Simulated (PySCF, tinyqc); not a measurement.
Inside a calculation. Method: CIS and TDHF on RHF in the sto-3g basis, for H4, spin multiplicity 1. The lowest restricted solution is unstable here: a spin-polarised one lies 0.0237 hartree lower (PySCF). Computed by tinyqc, a small Python program that keeps every step (integrals from PySCF). Settings: charge = 0, multiplicity = 1, basis = sto-3g, method = RHF, energy threshold = 1e-10, iteration cap = 83, orthogonalisation = symmetric, start = core, DIIS depth = 6, TDHF = 1. Command: `OMP_NUM_THREADS=1 python tinyqc.py 23705 23706 out.jsonl` (the two numbers bound the seeds that draw the settings). One thread of a shared host (Intel(R) Xeon(R) Processor @ 2.60GHz), about 0.04 s of CPU time with the checks. The early iterations of the SCF are left out here.

## One-electron integrals

Geometry (angstrom):
```
atom,x,y,z
H,0.000000,0.000000,0.000000
H,0.000000,0.000000,1.018000
H,0.000000,1.239000,0.000000
H,0.000000,1.239000,1.018000
```

Basis sto-3g: exponents (1/bohr^2) and contraction coefficients of normalised primitives:
```
element,l (shell),exponent,coefficient
H,s (1),3.425251,0.154329
H,s (1),0.623914,0.535328
H,s (1),0.168855,0.444635
```

Overlap, kinetic and nuclear-attraction integrals over the contracted functions; the nuclear repulsion is the sum of Za Zb / Rab.

nuclear repulsion = 2.55383922 hartree

overlap S:
```
,1H 1s,2H 1s,3H 1s,4H 1s
1H 1s,1.000000,0.485942,0.367775,0.220917
2H 1s,0.485942,1.000000,0.220917,0.367775
3H 1s,0.367775,0.220917,1.000000,0.485942
4H 1s,0.220917,0.367775,0.485942,1.000000
```

kinetic energy T (hartree):
```
,1H 1s,2H 1s,3H 1s,4H 1s
1H 1s,0.760032,0.104769,0.044705,0.002221
2H 1s,0.104769,0.760032,0.002221,0.044705
3H 1s,0.044705,0.002221,0.760032,0.104769
4H 1s,0.002221,0.044705,0.104769,0.760032
```

nuclear attraction V (hartree):
```
,1H 1s,2H 1s,3H 1s,4H 1s
1H 1s,-2.482706,-1.147058,-0.844837,-0.517952
2H 1s,-1.147058,-2.482706,-0.517952,-0.844837
3H 1s,-0.844837,-0.517952,-2.482706,-1.147058
4H 1s,-0.517952,-0.844837,-1.147058,-2.482706
```

core Hamiltonian H = T + V (hartree):
```
,1H 1s,2H 1s,3H 1s,4H 1s
1H 1s,-1.722674,-1.042290,-0.800132,-0.515731
2H 1s,-1.042290,-1.722674,-0.515731,-0.800132
3H 1s,-0.800132,-0.515731,-1.722674,-1.042290
4H 1s,-0.515731,-0.800132,-1.042290,-1.722674
```

## Two-electron integrals

Functions are numbered as in S; the eight-fold symmetry (ij|kl) = (ji|kl) = (kl|ij) leaves the list below.

Two-electron integrals (ij|kl) in chemists' order, unique and non-zero (hartree):
```
i,j,k,l,(ij|kl)
1,1,1,1,0.774606
2,1,1,1,0.301069
2,1,2,1,0.150547
2,2,1,1,0.472217
2,2,2,1,0.301069
2,2,2,2,0.774606
3,1,1,1,0.212941
3,1,2,1,0.089319
3,1,2,2,0.150437
3,1,3,1,0.081606
3,2,1,1,0.108942
3,2,2,1,0.056043
3,2,2,2,0.115052
3,2,3,1,0.042993
3,2,3,2,0.027089
3,3,1,1,0.407310
3,3,2,1,0.182450
3,3,2,2,0.325403
3,3,3,1,0.212941
3,3,3,2,0.115052
3,3,3,3,0.774606
4,1,1,1,0.115052
4,1,2,1,0.056043
4,1,2,2,0.108942
4,1,3,1,0.042993
4,1,3,2,0.026734
4,1,3,3,0.108942
4,1,4,1,0.027089
4,2,1,1,0.150437
4,2,2,1,0.089319
4,2,2,2,0.212941
4,2,3,1,0.058119
4,2,3,2,0.042993
4,2,3,3,0.150437
4,2,4,1,0.042993
4,2,4,2,0.081606
4,3,1,1,0.182450
4,3,2,1,0.091692
4,3,2,2,0.182450
4,3,3,1,0.089319
4,3,3,2,0.056043
4,3,3,3,0.301069
4,3,4,1,0.056043
4,3,4,2,0.089319
4,3,4,3,0.150547
4,4,1,1,0.325403
4,4,2,1,0.182450
4,4,2,2,0.407310
4,4,3,1,0.150437
4,4,3,2,0.108942
4,4,3,3,0.472217
4,4,4,1,0.115052
4,4,4,2,0.212941
4,4,4,3,0.301069
4,4,4,4,0.774606
```

## Orthogonalisation

S = U s U^T; symmetric (Loewdin) form X = U s^(-1/2) U^T, so that X^T S X = 1.

eigenvalues of S: 0.367200  0.660916  0.897251  2.074634

X:
```
,1H 1s,2H 1s,3H 1s,4H 1s
1H 1s,1.157571,-0.282583,-0.195405,0.014687
2H 1s,-0.282583,1.157571,0.014687,-0.195405
3H 1s,-0.195405,0.014687,1.157571,-0.282583
4H 1s,0.014687,-0.195405,-0.282583,1.157571
```

## Iteration 2 (converged): orbitals

converged F (hartree):
```
,1H 1s,2H 1s,3H 1s,4H 1s
1H 1s,-0.279639,-0.496564,-0.283205,-0.244842
2H 1s,-0.496564,-0.279639,-0.244842,-0.283205
3H 1s,-0.283205,-0.244842,-0.279639,-0.496564
4H 1s,-0.244842,-0.283205,-0.496564,-0.279639
```

Diagonalise F' = X^T F X, C = X C', fill 2 alpha and 2 beta electrons from the bottom; D = 2 C_occ C_occ^T. Each column has its largest component positive (the first on a tie).

F' = X^T F X (hartree):
```
,1,2,3,4
1,0.015041,-0.467661,-0.194286,0.018241
2,-0.467661,0.015041,0.018241,-0.194286
3,-0.194286,0.018241,0.015041,-0.467661
4,0.018241,-0.194286,-0.467661,0.015041
```

orbital energies (hartree): MO1 -0.628665, MO2 -0.276574, MO3 0.270174, MO4 0.695229

coefficients C:
```
,MO1,MO2,MO3,MO4
1H 1s,0.347136,0.527853,0.615031,0.825123
2H 1s,0.347136,0.527853,-0.615031,-0.825123
3H 1s,0.347136,-0.527853,0.615031,-0.825123
4H 1s,0.347136,-0.527853,-0.615031,0.825123
```

D after iteration 2:
```
,1H 1s,2H 1s,3H 1s,4H 1s
1H 1s,0.798264,0.798264,-0.316252,-0.316252
2H 1s,0.798264,0.798264,-0.316252,-0.316252
3H 1s,-0.316252,-0.316252,0.798264,0.798264
4H 1s,-0.316252,-0.316252,0.798264,0.798264
```

## Convergence

Stop when the energy changes by less than 1e-10 hartree and every element of the error matrix X^T (F D S - S D F) X is below 3e-06.

Course of the cycle:
```
iteration,E (hartree),change,largest element of the error matrix
1,-1.93345740,-,1.82e-15
2,-1.93345740,0.000000,9.40e-16
```

PySCF RHF in the same basis = -1.93345740 hartree

Converged in 2 iterations.

## Integrals over molecular orbitals

(pq|rs) = sum C_ip C_jq C_kr C_ls (ij|kl), one index at a time.

one-electron integrals over orbitals h = C^T H C (hartree):
```
,1,2,3,4
1,-1.967010,0.000000,0.000000,0.000000
2,0.000000,-1.615047,0.000000,0.000000
3,0.000000,0.000000,-1.459771,0.000000
4,0.000000,0.000000,0.000000,-1.078385
```

Two-electron integrals over orbitals (pq|rs), unique and non-zero (hartree):
```
p,q,r,s,(pq|rs)
1,1,1,1,0.501934
2,1,2,1,0.148579
2,2,1,1,0.492495
2,2,2,2,0.502062
3,1,3,1,0.124217
3,2,3,2,0.082947
3,3,1,1,0.487185
3,3,2,2,0.481370
3,3,3,3,0.494729
4,1,3,2,0.081745
4,1,4,1,0.080608
4,2,3,1,0.125467
4,2,4,2,0.137535
4,3,2,1,0.147442
4,3,4,3,0.162083
4,4,1,1,0.493788
4,4,2,2,0.502091
4,4,3,3,0.501456
4,4,4,4,0.522416
```

## CIS matrix, singlets

A(ia,jb) = (e_a - e_i) d_ij d_ab + 2 (ia|jb) - (ij|ab).

CIS matrix A, singlet (hartree):
```
,1>3,1>4,2>3,2>4
1>3,0.660089,0.000000,0.000000,0.103493
1>4,0.000000,0.991323,0.016048,0.000000
2>3,0.000000,0.016048,0.231273,0.000000
2>4,0.103493,0.000000,0.000000,0.744783
```

## CIS singlet states

dipole integrals <i|r|a> (bohr):
```
,x,y,z
1>3,0.000000,0.000000,-1.123537
1>4,0.000000,0.000000,0.000000
2>3,0.000000,0.000000,0.000000
2>4,0.000000,0.000000,-1.059450
```

Diagonalise A (1 hartree = 27.211386 eV); each vector has its largest component positive (the first on a tie). The transition dipole is mu = sqrt2 sum c_ia <i|r|a>.

singlet excitation energies (eV): 6.284046  16.071447  22.157065  26.984481

lowest vectors:
```
,state 1,state 2,state 3,state 4
1>3,0.000000,0.830271,0.557360,0.000000
1>4,-0.021100,0.000000,0.000000,0.999777
2>3,0.999777,0.000000,0.000000,0.021100
2>4,0.000000,-0.557360,0.830271,0.000000
```

oscillator strengths 2/3 w |mu|^2: 0.000000  0.092294  2.461846  0.000000

## TDHF (RPA) singlet states

B(ia,jb) = 2 (ia|jb) - (ib|ja); the squared energies are the eigenvalues of (A - B)(A + B); 1 hartree = 27.211386 eV.

TDHF matrix B, singlet (hartree):
```
,1>3,1>4,2>3,2>4
1>3,0.124217,0.000000,0.000000,0.169190
1>4,0.000000,0.080608,0.038023,0.000000
2>3,0.000000,0.038023,0.082947,0.000000
2>4,0.169190,0.000000,0.000000,0.137535
```

squared energies w^2 (hartree^2): 0.046127  0.344407  0.575838  0.974327

TDHF energies from the positive w^2 (eV): 5.844240  15.969324  20.649077  26.859813

## CIS matrix, triplets

A(ia,jb) = (e_a - e_i) d_ij d_ab - (ij|ab).

CIS matrix A, triplet (hartree):
```
,1>3,1>4,2>3,2>4
1>3,0.411655,0.000000,0.000000,-0.147442
1>4,0.000000,0.830107,-0.147442,0.000000
2>3,0.000000,-0.147442,0.065379,0.000000
2>4,-0.147442,0.000000,0.000000,0.469713
```

## CIS triplet states

Diagonalise A (1 hartree = 27.211386 eV); each vector has its largest component positive (the first on a tie).

triplet excitation energies (eV): 1.032309  7.902489  16.080750  23.335104

lowest vectors:
```
,state 1,state 2,state 3,state 4
1>3,0.000000,0.772391,-0.635147,0.000000
1>4,0.182982,0.000000,0.000000,0.983116
2>3,0.983116,0.000000,0.000000,-0.182982
2>4,0.000000,0.635147,0.772391,0.000000
```

## TDHF (RPA) triplet states

B(ia,jb) = - (ib|ja); the squared energies are the eigenvalues of (A - B)(A + B); 1 hartree = 27.211386 eV.

TDHF matrix B, triplet (hartree):
```
,1>3,1>4,2>3,2>4
1>3,-0.124217,0.000000,0.000000,-0.081745
1>4,0.000000,-0.080608,-0.125467,0.000000
2>3,0.000000,-0.125467,-0.082947,0.000000
2>4,-0.081745,0.000000,0.000000,-0.137535
```

squared energies w^2 (hartree^2): -0.016648  0.039862  0.345996  0.708616

TDHF energies from the positive w^2 (eV): 5.432865  16.006133  22.906367

A + B or A - B has a negative eigenvalue: the restricted solution is unstable towards a spin-polarised one, a negative w^2 means an imaginary energy, and the lowest roots have no physical meaning.
